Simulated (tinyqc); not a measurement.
# Gate voltage for a given inversion charge

Problem. p-type body, charge-sheet picture, depletion and inversion only, full ionisation (an idealisation for deep acceptors), Boltzmann statistics (rough once Na exp(x - xn) passes about Nc/7). In units of Vt: xg = (Vg - Vfb)/Vt, x = psi/Vt, G = gamma/sqrt(Vt), xn = (2 phiF + Vc)/Vt. The implicit equation is (xg - x)^2 = G^2 [x - 1 + exp(x - xn)] for x above about 3. Cox = eps0 eox/tox. ni = sqrt(Nc Nv) exp(-Eg/(2 Vt)), Eg in volts; phiF = Vt ln(Na/ni); gamma = sqrt(2 q eps0 eps_r Na)/Cox. N_inv = (Cox Vt G/q) [sqrt(x - 1 + exp(x - xn)) - sqrt(x - 1)]. Find x - xn, psi and Vg.

Values chosen for this exercise; band and dielectric values those of a made-up semiconductor:

| symbol | value | unit | meaning |
|---|---|---|---|
| T | 300 | K | temperature |
| Eg | 0.769 | eV | band gap |
| eps_r | 19.8 |  | relative permittivity |
| Nc | 1.24e19 | cm^-3 | conduction-band density of states at T |
| Nv | 4.93e18 | cm^-3 | valence-band density of states at T |
| eox | 3.9 |  | relative permittivity of the gate insulator (close to silicon dioxide) |
| tox | 2.1 | nm | insulator thickness |
| Na | 1.9e16 | cm^-3 | acceptor density |
| Vfb | -0.84 | V | flat-band voltage |
| Vc | 0 | V | channel-body voltage |

Constants: q = 1.602176634e-19 C, kB = 1.380649e-23 J/K, Vt = kB T/q, eps0 = 8.8541878128e-14 F/cm where lengths are in cm. Results are converted to the units shown.

N_inv = 3.7e10 cm^-2

Solution. N_inv rises steadily with x, so it fixes x; the implicit equation then gives xg directly.

x - xn = 1.15
psi = 0.487 V
Vg = -0.306 V

Numbers from tinyqc (`OMP_NUM_THREADS=1 python tinyqc.py 2122183 2122184 out.jsonl`; about 0.01 s on one thread of a shared Intel Xeon 2.30GHz).
